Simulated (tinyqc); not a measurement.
Worked calculation: phonon-assisted absorption at an indirect gap. Values are carried at full precision from step to step, so a last printed digit may differ when a step is redone from the rounded ones.

alpha(E) = sum_j A_j [N_j (E - Eg + w_j)^2 + (N_j + 1)(E - Eg - w_j)^2], each bracket counted only where its base is positive; N_j = 1/(exp(w_j/kB T) - 1). The first term absorbs a phonon and the second emits one; excitons and direct transitions are left out.

Constants: kB = 8.617333262e-05 eV/K.

Parameters, chosen for this exercise (loosely those of SiC at room temperature; Eg is not tied to T; the results hold for these values, not for the real material): Eg = 3.182 eV (indirect gap, held fixed unless listed); w = (67.8, 45.1) meV (two zone-edge phonons); A = (4000, 220) 1/(cm eV^2) (their strengths); T = 500 K; E = 3.328 eV (photon energy); nr = 2.84 (refractive index); d = 48 micrometre (thickness); xj = 0.21 micrometre (dead layer at the surface); W = 17 micrometre (depleted width); L = 190 micrometre (minority diffusion length below it).

## The four branches at one energy

Evaluate the occupations and each term.

N_j: 0.2615  0.5410

terms with phonon absorption (1/cm): 47.82  4.347

terms with phonon emission (1/cm): 30.86  3.452

alpha = 86.47 1/cm
wavelength hc/E (hc = 1239.841984 eV nm) = 372.5 nm

Phonon absorption supplies 60.3 % of alpha; the depth 1/alpha is 116 micrometre.

## What a slab does with it

Slab of thickness d in air, incoherent passes: R = ((nr - 1)/(nr + 1))^2, x = exp(-alpha d); transmitted Tr = (1 - R)^2 x/(1 - R^2 x^2), reflected Rt = R + (1 - R)^2 R x^2/(1 - R^2 x^2), absorbed Ab = (1 - R)(1 - x)/(1 - R x).

d in cm is 1e-4 times the value in micrometres.

R = 0.2296
x = 0.6603
Tr = 0.4011
Rt = 0.2904
Ab = 0.3085

A single pass would absorb (1 - R)(1 - x) = 0.2617; the back face adds 0.0468.

## Quantum efficiency of a diode

Photodiode (Gaertner form with a dead layer): QE = (1 - R) exp(-alpha xj) [1 - exp(-alpha W)/(1 + alpha L)], R = ((nr - 1)/(nr + 1))^2; responsivity = QE/E in A/W for E in eV.

Evaluate the factors; 1 micrometre = 1e-4 cm.

passes the dead layer = 0.9982
collected share = 0.6734
QE = 0.5178
responsivity = 0.1556 A/W

Without diffusion from below the collected share would be 0.1367.

## Checks

- Tr + Rt + Ab against 1: both 1.000000.

Computed by tinyqc, a small Python program: `OMP_NUM_THREADS=1 python tinyqc.py 1652659 1652660 out.jsonl` (the numbers bound the seed that draws the inputs); one thread of a shared host (Intel(R) Xeon(R) Processor @ 2.30GHz), about 0.01 s for the whole set of steps.
